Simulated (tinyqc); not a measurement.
The same layer on three faces: model-solid line-up of a strained alloy layer on a substrate.

All values of the alloy are linear in x but the gap, Eg(x) = (1 - x) Eg_A + x Eg_B - C x (1 - x), and the valence edge, Ev(x) = (1 - x) Ev_A + x Ev_B + fv C x (1 - x); Ec = Ev + Eg. Ev is the top of the unstrained valence band on a scale common to all materials. In the layer only the Gamma valley of the conduction band is followed, also where an X or L valley would lie lower.

Coherent growth: e_par = (a_s - a)/a. (001): e_perp = -2 (C12/C11) e_par; exx = eyy = e_par, ezz = e_perp, no shear. (111): e_perp = -(2 C11 + 4 C12 - 4 C44)/(C11 + 2 C12 + 4 C44) e_par; exx = eyy = ezz = (2 e_par + e_perp)/3 and exy = eyz = ezx = (e_perp - e_par)/3. (110): e_perp = -(C11 + 3 C12 - 2 C44)/(C11 + C12 + 2 C44) e_par; exx = eyy = (e_par + e_perp)/2, ezz = e_par, exy = (e_perp - e_par)/2, eyz = ezx = 0.

Strained edges: Ec + ac tr(e); the valence edges are Ev plus the levels of the 6 x 6 matrix of X, Y, Z times spin with -Dso/3 + l exx + m (eyy + ezz) on the diagonal (cyclic), n exy off it, l = av + 2 b, m = av - b, n = sqrt(3) d. Spin-orbit term (Dso/3) L.sigma on X, Y, Z with (L_k)_ij = -i epsilon_kij: <X+|H|Y+> = -i Dso/3, <X+|H|Z-> = Dso/3, <Y+|H|Z-> = -i Dso/3, <Z+|H|X-> = -Dso/3, <Z+|H|Y-> = i Dso/3, <X-|H|Y-> = i Dso/3, and their conjugates; + and - are the spin along z.

Values chosen for the exercise (A near AlAs, B near InAs, substrate near InAs; not measured data): a = (5.665, 6.051) angstrom (lattice constant of A, B); Eg = (3.093, 0.42) eV (gap at Gamma to the s-like level of A, B); Dso = (0.282, 0.392) eV (spin-orbit splitting of A, B); Ev = (-1.34, -0.6) eV (top of the unstrained valence band of A, B); ac = (-5.56, -5.02) eV (conduction deformation potential of A, B); av = (2.46, 0.99) eV (valence hydrostatic potential of A, B); b = (-2.31, -1.81) eV (tetragonal shear potential of A, B); d = (-3.36, -3.65) eV (trigonal shear potential of A, B); C11 = (126.2, 82.2) GPa (of A, B); C12 = (53.4, 45.8) GPa (of A, B); C44 = (54.9, 40.1) GPa (of A, B); C = 0.678 eV (bowing of the gap); fv = 0 (share of the bowing taken by the valence edge); a_s = 6.051 angstrom (substrate); x = 0.73 (fraction of B).

Composition and substrate are kept.

Results:
```
face   e_perp (%)  tr(e) (%)  shift of Ec (meV)  shift of Ev (meV)  valence splitting (meV)  gap (eV)
(001)      -1.783      1.722              -89.0              113.6                    158.4    0.8055
(111)      -0.972      2.533             -130.8              105.9                    127.0    0.7713
(110)      -1.138      2.367             -122.3              107.4                    133.3    0.7784
```

What can be read from this table?

The layer yields most along the normal on (001) and least on (111), so the volume change, and with it the shift of Ec, is largest on (111). The valence splitting, set by b on (001), by d on (111) and by both on (110), is largest on (001). The gaps span 34 meV, from (111) to (001).

Program tinyqc; command `OMP_NUM_THREADS=1 python tinyqc.py 1050721 1050722 out.jsonl`; about 0.02 s on one thread of a shared Intel(R) Xeon(R) Processor @ 2.30GHz.
